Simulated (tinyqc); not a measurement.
Worked calculation: Pariser-Parr-Pople SCF with singles CI, for the molecule Fc1coc2ccncc12 (SMILES; centres numbered as the heavy atoms are written). One step of it, computed by the program tinyqc.

Problem. Iteration 1: Fock matrix. F_rr = H_rr + P_rr gamma_rr / 2 + sum_(s != r) P_ss gamma_rs; F_rs = H_rs - P_rs gamma_rs / 2; E = tr P (H + F) / 2 + core repulsion sum_(r<s) z_r z_s gamma_rs.

P at the start:
```
            1F         2C         3C         4O         5C         6C         7C         8N
1F    1.771745   0.428531  -0.336142   0.130492   0.102422  -0.072041  -0.052471   0.154025
2C    0.428531   1.155031   0.626592  -0.249711  -0.177053   0.056786   0.102120  -0.155373
3C   -0.336142   0.626592   1.260988   0.567590  -0.209549  -0.110250   0.153174   0.035901
4O    0.130492  -0.249711   0.567590   1.317141   0.590834  -0.120408  -0.185824   0.173486
5C    0.102422  -0.177053  -0.209549   0.590834   1.122038   0.541196  -0.087297  -0.192145
6C   -0.072041   0.056786  -0.110250  -0.120408   0.541196   1.049216   0.727424  -0.071031
7C   -0.052471   0.102120   0.153174  -0.185824  -0.087297   0.727424   1.061864   0.584036
8N    0.154025  -0.155373   0.035901   0.173486  -0.192145  -0.071031   0.584036   1.090155
9C   -0.077577  -0.050553  -0.145874   0.046099   0.063337  -0.354523  -0.039298   0.718209
10C  -0.206337   0.515418  -0.044958  -0.259890   0.456977   0.098687  -0.213518  -0.117194

            9C        10C
1F   -0.077577  -0.206337
2C   -0.050553   0.515418
3C   -0.145874  -0.044958
4O    0.046099  -0.259890
5C    0.063337   0.456977
6C   -0.354523   0.098687
7C   -0.039298  -0.213518
8N    0.718209  -0.117194
9C    1.017938   0.566245
10C   0.566245   1.153884
```

core matrix H (eV):
```
             1F          2C          3C          4O          5C          6C          7C          8N
1F   -74.792584   -1.900000    0.000000    0.000000    0.000000    0.000000    0.000000    0.000000
2C    -1.900000  -59.839754   -2.160000    0.000000    0.000000    0.000000    0.000000    0.000000
3C     0.000000   -2.160000  -56.448795   -2.030000    0.000000    0.000000    0.000000    0.000000
4O     0.000000    0.000000   -2.030000  -74.827985   -2.030000    0.000000    0.000000    0.000000
5C     0.000000    0.000000    0.000000   -2.030000  -60.265077   -2.160000    0.000000    0.000000
6C     0.000000    0.000000    0.000000    0.000000   -2.160000  -52.416441   -2.160000    0.000000
7C     0.000000    0.000000    0.000000    0.000000    0.000000   -2.160000  -49.174565   -2.270000
8N     0.000000    0.000000    0.000000    0.000000    0.000000    0.000000   -2.270000  -52.897898
9C     0.000000    0.000000    0.000000    0.000000    0.000000    0.000000    0.000000   -2.270000
10C    0.000000   -2.160000    0.000000    0.000000   -2.160000    0.000000    0.000000    0.000000

             9C         10C
1F     0.000000    0.000000
2C     0.000000   -2.160000
3C     0.000000    0.000000
4O     0.000000    0.000000
5C     0.000000   -2.160000
6C     0.000000    0.000000
7C     0.000000    0.000000
8N    -2.270000    0.000000
9C   -53.455248   -2.160000
10C   -2.160000  -60.243469
```

repulsion gamma_rs (eV):
```
            1F         2C         3C         4O         5C         6C         7C         8N
1F   21.400000   6.300848   4.260162   3.353643   3.193762   2.498705   2.346993   2.666603
2C    6.300848  11.130000   5.344721   4.574596   4.045353   2.948865   2.630914   2.874256
3C    4.260162   5.344721  11.130000   6.308517   4.045035   2.914751   2.429669   2.456597
4O    3.353643   4.574596   6.308517  21.500000   6.307755   4.185154   3.087494   2.862040
5C    3.193762   4.045353   4.045035   6.307755  11.130000   5.346928   3.872656   3.574255
6C    2.498705   2.948865   2.914751   4.185154   5.346928  11.130000   5.346071   3.941460
7C    2.346993   2.630914   2.429669   3.087494   3.872656   5.346071  11.130000   5.477017
8N    2.666603   2.874256   2.456597   2.862040   3.574255   3.941460   5.477017  12.300000
9C    3.558942   3.739288   2.914953   3.219995   3.872159   3.517557   3.871622   5.475893
10C   4.259284   5.345468   4.045709   4.575148   5.345657   3.873092   3.517643   3.941133

            9C        10C
1F    3.558942   4.259284
2C    3.739288   5.345468
3C    2.914953   4.045709
4O    3.219995   4.575148
5C    3.872159   5.345657
6C    3.517557   3.873092
7C    3.871622   3.517643
8N    5.475893   3.941133
9C   11.130000   5.345902
10C   5.345902  11.130000
```

Centres (angstrom, eV; a flat drawing with bonds scaled to 1.40 angstrom):
```
centre          x          y  core charge z          W   gamma_rr
1F      -2.441000   1.524000              2  39.000000  21.400000
2C      -1.609000   0.398000              1  11.160000  11.130000
3C      -2.032000  -0.937000              1  11.160000  11.130000
4O      -0.893000  -1.751000              2  33.000000  21.500000
5C       0.234000  -0.920000              1  11.160000  11.130000
6C       1.605000  -1.200000              1  11.160000  11.130000
7C       2.534000  -0.153000              1  11.160000  11.130000
8N       2.091000   1.175000              1  14.100000  12.300000
9C       0.719000   1.456000              1  11.160000  11.130000
10C     -0.209000   0.408000              1  11.160000  11.130000
```

Give: F; pi energy.

Solution.

F (eV):
```
           1F       2C       3C        4O       5C       6C       7C       8N
1F   -18.6261  -3.2501   0.7160   -0.2188  -0.1636   0.0900   0.0616  -0.2054
2C    -3.2501  -5.9490  -3.8345    0.5712   0.3581  -0.0837  -0.1343   0.2233
3C     0.7160  -3.8345  -6.9105   -3.8203   0.4238   0.1607  -0.1861  -0.0441
4O    -0.2188   0.5712  -3.8203  -15.0640  -3.8934   0.2520   0.2869  -0.2483
5C    -0.1636   0.3581   0.4238   -3.8934  -6.5523  -3.6069   0.1690   0.3434
6C     0.0900  -0.0837   0.1607    0.2520  -3.6069  -5.5337  -4.1044   0.1400
7C     0.0616  -0.1343  -0.1861    0.2869   0.1690  -4.1044  -5.0125  -3.8694
8N    -0.2054   0.2233  -0.0441   -0.2483   0.3434   0.1400  -3.8694  -7.1981
9C     0.1380   0.0945   0.2126   -0.0742  -0.1226   0.6235   0.0761  -4.2364
10C    0.4394  -3.5376   0.0909    0.5945  -3.3814  -0.1911   0.3755   0.2309

          9C      10C
1F    0.1380   0.4394
2C    0.0945  -3.5376
3C    0.2126   0.0909
4O   -0.0742   0.5945
5C   -0.1226  -3.3814
6C    0.6235  -0.1911
7C    0.0761   0.3755
8N   -4.2364   0.2309
9C   -4.9643  -3.6735
10C  -3.6735  -5.4386
```

pi energy = -202.1495 eV
